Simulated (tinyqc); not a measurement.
Global model of a low-pressure process discharge: electron temperature, density, ion flux and ion energy: one step, computed by the program tinyqc.

Maxwellian electrons with temperature T_e in eV, one positive ion, no negative ions, uniform bulk density n; rate constants have the Arrhenius form.

Problem. Biased electrode. All bias power goes to ions: V_b = P_b/(J pi r^2). Debye length at the sheath edge lambda_D = sqrt(eps_0 T_e/(e h_L n)); Child-law sheath s = (sqrt2/3) lambda_D (2 V/T_e)^(3/4), V = V_b + V_s; ion transit time tau_i = 3 s sqrt(M/(2 e V)); collisions in the sheath s/lambda_i.

Inputs (values chosen for the exercise, of the order of those of an inductive discharge in a simple atomic gas): ion mass M = 35.5 u; gas temperature T_g = 400 K; bias power P_b = 27 W; radius of the biased electrode = 10 cm; bias frequency = 27 MHz.

ion current density J = 0.3027220 mA/cm^2

T_e = 2.384289 eV

h_L = 0.1925497

plasma density n = 3.854738e+10 1/cm^3

wall potential V_s = 11.01522 V

ion mean free path = 0.3835136 cm

Constants: eps_0 = 8.8541878128e-12 F/m; e = 1.602176634e-19 C; u = 1.6605390666e-27 kg.

Give: bias voltage V_b; lambda_D; sheath width s; ion transit time; transit time over bias period; s/lambda_i.

Solution.

bias voltage V_b = 283.9 V

lambda_D = 133.2 micrometre

sheath width s = 3.918 mm

ion transit time = 293.6 ns

transit time over bias period = 7.926

s/lambda_i = 1.022

Ions take many periods to cross and see the mean voltage: a narrow energy distribution. Many ions collide in the sheath, which lowers their energy and widens their angles.
